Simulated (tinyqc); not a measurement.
# On-chip interconnect, size-dependent resistivity and RC delay: two studies

A rectangular line between two neighbours and two ground planes. Surface and grain-boundary scattering are added to the bulk resistivity as corrections; capacitances are parallel-plate values without fringing; inductance is ignored.

Values chosen for this exercise; metal values close to those of copper:
```
symbol  value     unit                                                 meaning
rho0     1.68  uohm cm                                        bulk resistivity
lam        41       nm                                     bulk mean free path
ps        0.3                             specular share of surface scattering
Rg       0.37                       reflection coefficient of grain boundaries
gr        1.5                                  grain size over the metal width
wd         13       nm                                        drawn line width
AR        1.3                                  aspect ratio, height over width
tl        1.2       nm      liner on both walls and the bottom, not conducting
sp         13       nm                         space to the neighbouring lines
hd         16       nm         dielectric height to the planes above and below
ek        2.5                          relative permittivity of the dielectric
Mf          2                                  Miller factor of the neighbours
Lw         20       um                                             line length
Rd        840      ohm                                       driver resistance
Cl        1.1       fF                                        load capacitance
rho2     6.28  uohm cm  bulk resistivity of the second metal (close to cobalt)
lam2     11.5       nm                      mean free path of the second metal
tl2       0.6       nm                               liner of the second metal
```

Constants: eps0 = 8.8541878128e-12 F/m. Results are converted to the units shown.

Each table varies one quantity; the others keep the values above.

## Delay against the space to the neighbouring lines

Metal width x = wd - 2 tl, height y = AR wd - tl; grain boundaries (Mayadas-Shatzkes): al = (lam/(gr x)) Rg/(1 - Rg), g = 1/[1 - 3 al/2 + 3 al^2 - 3 al^3 ln(1 + 1/al)] - 1; surfaces (Fuchs-Sondheimer, thick limit): s = (3/8) lam (1 - ps)(1/x + 1/y); rho = rho0 (1 + g + s); r = rho/(x y); c = eps0 ek (2 wd/hd + 2 Mf AR wd/sp). Elmore delay tE = Rd (c Lw + Cl) + r Lw (c Lw/2 + Cl); t50 is the time at which the far end of a ladder of 30 pi sections (half capacitances at both ends, Cl at the far end, a step applied through Rd) reaches half the step; line share r Lw/(Rd + r Lw); estimate 0.69 Rd (c Lw + Cl) + 0.38 r c Lw^2 + 0.69 r Lw Cl.

The same in every row: rho (uohm cm) = 8.014; r (ohm/um) = 481.5; line share of the resistance (%) = 91.98.

Delay against the space to the neighbouring lines:
```
sp (nm)  c (fF/um)  tE (ps)  t50 (ps)  estimate (ps)
6.5         0.2662    41.62     31.26          30.51
9           0.2022    34.39     25.74          25.09
13          0.1511    28.60     21.31          20.76
17          0.1240    25.54     18.95          18.46
24         0.09832    22.64     16.71          16.28
34         0.07998    20.56     15.10          14.73
47         0.06781    19.19     14.02          13.70
65         0.05899    18.19     13.24          12.95
```

What does the comparison show?

As sp goes from 6.5 to 65, r stays at 482 ohm/um, c falls from 0.266 to 0.0590 fF/um and t50 falls from 31.3 to 13.2 ps. t50/tE lies between 0.728 and 0.751, and the estimate is within 2.6 % of t50.

## Two metals against line width

Metal width x = wd - 2 tl, height y = AR wd - tl; grain boundaries (Mayadas-Shatzkes): al = (lam/(gr x)) Rg/(1 - Rg), g = 1/[1 - 3 al/2 + 3 al^2 - 3 al^3 ln(1 + 1/al)] - 1; surfaces (Fuchs-Sondheimer, thick limit): s = (3/8) lam (1 - ps)(1/x + 1/y); rho = rho0 (1 + g + s); r = rho/(x y). The second metal has rho2, lam2 and tl2 in place of rho0, lam and tl; ps, Rg, gr and AR are shared.

Results:
```
wd (nm)  rho, first (uohm cm)  rho, second (uohm cm)  r, first (ohm/um)  r, second (ohm/um)  ratio second/first
5                       25.98                  24.70            1.885e4             1.102e4              0.5843
6.5                     17.45                  19.65               5872                4723              0.8044
8                       13.39                  16.79               2599                2519              0.9693
10                      10.41                  14.46               1161                1325               1.142
13                      8.014                  12.43              481.5               646.3               1.342
17                      6.323                  10.91              207.2               321.1               1.549
22                      5.167                  9.816              96.21               168.5               1.752
30                      4.177                  8.849              40.04               80.02               1.998
70                      2.719                  7.369              4.479               11.85               2.645
120                     2.283                  6.914              1.254               3.745               2.987
```

Estimate the missing row, wd = 45 nm.

Computed row:
```
wd (nm)  rho, first (uohm cm)  rho, second (uohm cm)  r, first (ohm/um)  r, second (ohm/um)  ratio second/first
45                      3.314                  7.981              13.58               31.47               2.318
```

With this row back in the table: The resistivity of the first metal falls from 26.0 to 2.28 uohm cm and that of the second goes from 24.7 to 6.91 uohm cm as the line widens. The products rho0 lam, which set the size effect, are 68.9 and 72.2 uohm cm nm. The two resistances cross at wd = 8.32 nm: below it the second metal gives the lower line resistance. For widths well under the mean free path the thick-limit surface term is only a guide.

Range of the model: The metal width is under the mean free path, where the thick-limit surface term and the simple sum of corrections lose accuracy.

tinyqc, about 0.01 s, one thread, Intel Xeon 2.30GHz (shared host): `OMP_NUM_THREADS=1 python tinyqc.py 2100027 2100028 out.jsonl`
